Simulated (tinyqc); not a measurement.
The window in starting coverage: bottom-up copper filling of a trench by curvature-enhanced accelerator coverage. Computed by tinyqc, a small Python program. Command: `OMP_NUM_THREADS=1 python tinyqc.py 3015573 3015574 out.jsonl superfill walk`. One thread of a shared host (Intel(R) Xeon(R) Processor @ 2.30GHz), about 0.06 s of CPU time with the checks.

A rectangular trench keeps vertical walls and a flat floor. An accelerator floats on the surface; where area is lost in the corners it is passed on to the floor.

Inputs (values chosen for the exercise, close to those used for damascene copper plating): trench width w = 87 nm; aspect ratio h/w = 1.8; exchange current of the suppressed surface i_0 = 0.017 mA/cm^2; exchange current of the accelerated surface i_1 = 1.7 mA/cm^2; transfer coefficient alpha = 0.49; overpotential eta = 0.11 V; adsorption rate k_a = 0 1/s; cupric ion concentration C = 0.3 mol/l; diffusivity D = 3.7e-06 cm^2/s; boundary layer delta = 26 um; temperature T = 298 K.

Constants: e = 1.602176634e-19 C; N_A = 6.02214076e+23 1/mol; k_B = 8.617333262e-05 eV/K.

Method. Kinetic current i_k = [i_0 (1 - theta) + i_1 theta] exp(alpha eta/(k_B T)), limit i_L = 2 F D C/delta, i = 1/(1/i_k + 1/i_L); velocity v = i Omega/(2F), Omega = 7.11 cm^3/mol, F = e N_A. Depletion inside the trench is ignored. Half width x, floor height y, depth h = aspect ratio x w. dx/dt = -v_s, dy/dt = v_b. d theta_b/dt = k_a (1 - theta_b) + [theta_s v_b + theta_b v_s]/x: the floor takes the accelerator of the wall it covers and keeps its own as it narrows. d theta_s/dt = k_a (1 - theta_s). theta_b is capped at 1. Integrate (tolerance 1e-9) until the walls meet (x = 0.02 w/2) or the floor passes the original mouth y = h. Start: x = w/2, y = 0, theta_b = theta_s = theta_0. Height filled = y/h, opening left = x/(w/2).

Outcome:
```
theta_0  v(1)/v(theta_0)  height filled  opening left  time (s)
0.001             78.026         0.4411       0.02000    760.56
0.003             66.136         0.8066       0.02000    644.67
0.010             43.155         1.0000       0.07758    395.94
0.020             28.866         1.0000       0.12349    251.66
0.050             14.529         1.0000       0.15313    122.39
0.100              7.997         1.0000       0.09533     71.96
0.200              4.259         0.8166       0.02000     41.52
0.400              2.252         0.5356       0.02000     21.95
0.800              1.211         0.3265       0.02000     11.81
```

What follows from these numbers?

The fill succeeds for theta_0 from 0.01 to 0.1 among these rows, with the widest margin at 0.05. Too little accelerator takes too long to concentrate. Too much speeds the walls as well and removes the contrast.
